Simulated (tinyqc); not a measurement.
Inside a calculation. Model: ellipsometry and reflectance of a transparent film on an absorbing substrate.

tinyqc, about 0.01 s, one thread, Intel Xeon 2.30GHz (shared host): `OMP_NUM_THREADS=1 python tinyqc.py 2870154 2870155 out.jsonl` Printed values are rounded.

Air (index 1), film, substrate with N2 = n2 - i k2; time factor exp(+i w t). q_j = sqrt(N_j^2 - sin^2 th), root with positive real part. Fresnel coefficients r_s = (q_a - q_b)/(q_a + q_b), r_p = (N_b^2 q_a - N_a^2 q_b)/(N_b^2 q_a + N_a^2 q_b). tan(Psi) exp(i Delta) = R_p/R_s, Delta taken from 0 to 360 degrees.

Inputs (values chosen for the exercise); indices close to those of aluminium oxide on silicon: wavelength lam = 632.8 nm; angle of incidence th = 70 degrees; index of the transparent film n1 = 1.671; film thickness d = 350 nm; index of the substrate n2 = 3.882; extinction coefficient of the substrate k2 = 0.019.

## Interface coefficients and thickness period

q0, q1, q2 and the coefficients r01 and r12 for p and s; the results repeat in d with the period lam/(2 q1).

q0 = 0.3420201
q1 = 1.381745
q2 = 3.766553-0.019582i
r01,p = -0.1826223
r01,s = -0.6031708
r12,p = 0.3288413-0.0020467i
r12,s = -0.4632305+0.0020417i
period = 228.9858 nm

## Psi, Delta and reflectances

beta = 2 pi d q1/lam, X = exp(-2 i beta), R = (r01 + r12 X)/(1 + r01 r12 X) for p and s.

beta = 4.801858 rad
X = -0.9840333+0.1779842i
R_p = -0.4781984+0.0521756i
R_s = -0.2107865-0.1016430i
Psi = 64.05812 degrees
Delta = 328.0294 degrees
|R_p|^2 = 0.2313960
|R_s|^2 = 0.05476226

The bare substrate gives Psi = 10.57 and Delta = 179.23 degrees.
